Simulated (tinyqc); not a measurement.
Ballistic transport through the one-dimensional subbands of a rectangular nanowire or nanosheet channel: one step, computed by the program tinyqc.

Hard walls, parabolic subbands, transport along x. Energies are counted from the bulk conduction band edge at the top of the barrier, which the gate pulls down by U; the source Fermi level lies at the bulk edge when U = 0.

Task: Subbands. E_pq = (hbar^2 pi^2/2)(p^2/(m_y b^2) + q^2/(m_z a^2)); valley pairs: (m_x, m_y, m_z) = (m_t, m_t, m_l), (m_t, m_l, m_t), (m_l, m_t, m_t), each with degeneracy g = 2; the 10 lowest subbands are kept.

Inputs (values chosen for the exercise, modelled on silicon): light mass m_t = 0.19 m_0; heavy mass m_l = 0.904 m_0; height a = 4.6 nm; width b = 5.3 nm.

Valleys: silicon [100] wire.

Constants: hbar^2/(2 m_0) = 3.80998212 eV angstrom^2; k_B = 8.617333262e-05 eV/K.

Give: Subbands.

Result:

Subbands:
```
valley axis  p  q  E (meV)  m_x (m_0)
z            1  1    90.11      0.190
y            1  1   108.34      0.190
z            1  2   149.09      0.190
y            2  1   152.76      0.190
x            1  1   163.99      0.904
y            3  1   226.80      0.190
z            1  3   247.38      0.190
z            2  1   301.48      0.190
y            4  1   330.46      0.190
z            2  2   360.46      0.190
```
